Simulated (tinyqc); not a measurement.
AlGaN/GaN HEMT with access regions, lumped model: two steps of the calculation.

A polarisation-induced electron sheet under a Schottky gate, in series with two ungated access regions and contacts. Drift law v = mu E/(1 + mu E/vs) under the gate. Currents in mA/mm, resistances in ohm mm. No self-heating, no channel-length modulation; fits for polarisation, barrier and offset are chosen for the exercise.

Inputs (values chosen for the exercise); values close to those of AlGaN/GaN structures: aluminium share of the barrier x = 0.26; barrier thickness d = 20 nm; relative permittivity of barrier and channel eps_r = 9.4; channel mobility mu = 1100 cm^2/(V s); saturation velocity vs = 1.3e7 cm/s; gate length Lg = 1 um; source access length Ls = 1 um; drain access length Ld = 4 um; resistance of each contact Rc = 0.22 ohm mm; share of the drain-access electrons removed by traps ft = 0.25; gate voltage Vg = -1 V; drain voltage Vd = 1 V.

Constants: q = 1.602176634e-19 C, eps0 = 8.8541878128e-14 F/cm where lengths are in cm. Results are converted to the units shown.

Problem 1. Polarisation charge, threshold and sheet resistance. sigma = (5e13 x + 1.6e13 x^2) cm^-2, phiB = 0.84 + 1.3 x, dEc = 0.7 (1.71 x + x^2) in volts, Cb = eps0 eps_r/d, VT = phiB - dEc - q sigma/Cb, access density n0 = -Cb VT/q. Rsh = 1/(q mu n0); largest access current q n0 vs.

Wanted: sigma; Cb; VT; n0; Rsh; q n0 vs.

Solution 1.

sigma = 1.4082e13 cm^-2
Cb = 0.41615 uF/cm^2
VT = -4.6020 V
n0 = 1.1953e13 cm^-2
Rsh = 474.69 ohm
q n0 vs = 2489.6 mA/mm

Problem 2. Drain current. Access resistance R(L, n) = L/(q mu n sqrt(1 - (I/(q n vs))^2)); Rs = Rc + R(Ls, n0), Rd = Rc + R(Ld, (1 - ft) n0). Vg' = Vg - I Rs, Vd' = Vd - I (Rs + Rd); with u = Vg' - VT, Vc = vs Lg/mu and w the smaller of Vd' and Vc [sqrt(1 + 2 u/Vc) - 1] (0 if negative), the channel gives (mu Cb/Lg)(u w - w^2/2)/(1 + w/Vc). I(new) = I + 0.3 (channel current - I).

I after iteration 1 = 253.26206 mA/mm
VT = -4.6019944 V
Cb = 0.41614683 uF/cm^2
n0 = 1.1953148e13 cm^-2

Wanted: Rs; Rd; Vg'; Vd'; channel current; I after iteration 2.

Solution 2.

Rs = 0.6972 ohm mm
Rd = 2.775 ohm mm
Vg' = -1.177 V
Vd' = 0.1205 V
channel current = 168.5 mA/mm
I after iteration 2 = 227.8 mA/mm

Numbers from tinyqc (`OMP_NUM_THREADS=1 python tinyqc.py 2570154 2570155 out.jsonl`; about 0.03 s on one thread of a shared Intel Xeon 2.30GHz).
